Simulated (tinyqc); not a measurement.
Surface photovoltage measurement of the minority-carrier diffusion length in a wafer: one step, computed by the program tinyqc.

Low injection, steady light, a depletion layer much thinner than 1/alpha and L. The excess density dn is taken at the front edge of the neutral region; light that reaches the back is lost.

Task: One wavelength. alpha = (84.732/lambda - 76.417)^2 per cm with lambda in micrometre (an empirical fit for silicon between 0.7 and 1.05 micrometre). Thick wafer: dn = Phi L/((S_f + D/L)(L + 1/alpha)). Finite wafer, with s = S_b L/D, w = W/L, a = alpha L: dn = [Phi a/(a^2 - 1)] [a - B - exp(-alpha W)(a - s)/(cosh w + s sinh w)]/(S_f + B D/L), B = (sinh w + s cosh w)/(cosh w + s sinh w). Photovoltage V = (k_B T/e) ln(1 + dn/n_0). Lifetime = L^2/D.

Inputs (values chosen for the exercise, modelled on p-type silicon at room temperature): diffusion length L = 280 micrometre; wafer thickness W = 725 micrometre; diffusivity D = 29.6 cm^2/s; front recombination velocity S_f = 73000 cm/s; back recombination velocity S_b = 3500 cm/s; photon flux entering = 3.5e+12 1/(cm^2 s); minority density at the surface barrier scale n_0 = 3.9e+10 1/cm^3; temperature T = 298 K; wavelength = 957 nm.

Constants: k_B = 8.617333262e-05 eV/K.

Give: alpha; penetration depth 1/alpha; dn, thick wafer; B; dn, finite wafer; photovoltage V; lifetime.

Result:

alpha = 146.9 1/cm

penetration depth 1/alpha = 68.05 micrometre

dn, thick wafer = 3.802e+07 1/cm^3

B = 1.006

dn, finite wafer = 3.794e+07 1/cm^3

photovoltage V = 0.02497 mV

lifetime = 26.49 microsecond
